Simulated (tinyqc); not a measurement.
What each parameter does: quaternary alloy A(x)B(1-x)C(y)D(1-y) matched to a substrate.

Q(x,y) = x y Q_AC + x (1 - y) Q_AD + (1 - x) y Q_BC + (1 - x)(1 - y) Q_BD for the lattice constant. Gap, rule 1: Q(x,y) - x (1 - x)[y C_ABC + (1 - y) C_ABD] - y (1 - y)[x C_ACD + (1 - x) C_BCD]. Rule 2 (mean of ternaries): {x (1 - x)[y T_ABC(x) + (1 - y) T_ABD(x)] + y (1 - y)[x T_ACD(y) + (1 - x) T_BCD(y)]}/{x (1 - x) + y (1 - y)}, T_ABC(x) = x E_AC + (1 - x) E_BC - C_ABC x (1 - x), T_ACD(y) = y E_AC + (1 - y) E_AD - C_ACD y (1 - y), and alike. Only the Gamma valley is followed.

Matching a(x,y) = a_s gives x = (a_s - y a_BC - (1 - y) a_BD)/(y (a_AC - a_BC) + (1 - y)(a_AD - a_BD)).

Values chosen for the exercise (AC, AD, BC, BD near GaAs, GaSb, InAs and InSb; substrate near InP; not measured data):
- a = (5.648, 6.097, 6.066, 6.48) angstrom (lattice constants of AC, AD, BC, BD)
- Eg = (1.511, 0.815, 0.411, 0.232) eV (gaps at Gamma of AC, AD, BC, BD)
- Cb = (0.406, 0.415, 1.544, 0.703) eV (bowing of ABC, ABD, ACD, BCD)
- a_s = 5.867 angstrom (substrate)
- y = 0.63 (fraction of C)

x is matched anew each time.

Results for these values:
```
case       x  rule 1 (eV)  rule 2 (eV)
base  0.8695       0.7541       0.8948
```

What happens to each result for a = (5.658, 6.097, 6.066, 6.48) angstrom, all else kept?

Answer: x rises from 0.8695 to 0.8832; rule 1 rises from 0.7541 to 0.7681; rule 2 rises from 0.8948 to 0.9008.

The same for each parameter in turn:
```
case                                           x  rule 1 (eV)  rule 2 (eV)
base                                      0.8695       0.7541       0.8948
y = 0.62                                  0.8805       0.7553       0.8901
a_s = 5.871 angstrom                      0.8596       0.7441       0.8900
Cb = (0.487, 0.498, 1.853, 0.844) eV      0.8695       0.6779       0.8468
Eg = (1.561, 0.815, 0.411, 0.232) eV      0.8695       0.7815       0.9222
a = (5.658, 6.097, 6.066, 6.48) angstrom  0.8832       0.7681       0.9008
```

Run: tinyqc, `OMP_NUM_THREADS=1 python tinyqc.py 1081558 1081559 out.jsonl`; Intel(R) Xeon(R) Processor @ 2.30GHz, one thread, shared host; about 0.01 s of CPU time with all checks.
